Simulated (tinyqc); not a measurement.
# One-dimensional ballistic tunnel FET, two-band WKB: output curve

A p-type source for x < 0 with its Fermi level at 0 and its valence edge at ds; in the channel the bands fall as D exp(-x/lam) towards their flat values, with the conduction edge at Ec = ds - dP and D = dP + Eg. The gate moves dP one to one. The drain Fermi level lies at -Vd and the drain side reflects nothing. For w = E - Ec between 0 and dP an electron crosses the gap. Two-band dispersion with equal masses m: inside the gap kappa = sqrt(m u (1 - u/Eg)/C), u the distance from a band edge, C = hbar^2/(2 m0).

S(w) = 2 lam int_0^Eg kappa(u) du/(w + Eg - u) = 2 pi lam sqrt(m/(C Eg)) [w + Eg/2 - sqrt(w (w + Eg))], T(w) = exp(-S). I = g (2 q^2/h) int_0^dP T(w) [f(E) - f(E + Vd)] dw, E = ds - dP + w, f(x) = 1/(1 + exp(x/Vt)). Swing = d(dP)/d(log10 I).

Parameters, values chosen for the exercise; band and dielectric values close to those of indium phosphide: temperature T = 300 K; band gap Eg = 1.33 eV; band-edge mass of the two-band model m = 0.097 m0; screening length of the source junction lam = 5.4 nm; source valence edge above the source Fermi level ds = 0.1 eV; number of degenerate subbands (spin apart) g = 2; tunnelling window Ev(source) - Ec(channel) dP = 0.1 eV.

Constants: q = 1.602176634e-19 C, kB = 1.380649e-23 J/K, hbar = 1.054571817e-34 J s, h = 6.62607015e-34 J s, m0 = 9.1093837015e-31 kg, Vt = kB T/q, hbar^2/(2 m0) = 0.0380998212 eV nm^2. Results are converted to the units shown.

Results:
```
Vd (V)	I (uA)
0.02	7.951e-10
0.09	1.474e-9
0.24	1.525e-9
0.31	1.525e-9
0.38	1.525e-9
0.45	1.525e-9
0.53	1.525e-9
0.6	1.525e-9
```

Estimate the missing row, Vd = 0.16 V.

Computed row:
```
Vd (V)	I (uA)
0.16	1.521e-9
```

With this row back in the table: I rises from 7.95e-10 to 1.52e-9 uA; it reaches 95 % of the last value at Vd = 0.09 V among the rows. The drain Fermi level lies below the channel conduction edge at every positive Vd, so a few Vt suffice to stop the back flow. The window dP is held fixed.

Computed by the program tinyqc: `OMP_NUM_THREADS=1 python tinyqc.py 2620004 2620005 out.jsonl`, one thread of a shared Intel Xeon 2.30GHz, about 0.01 s for the whole run.
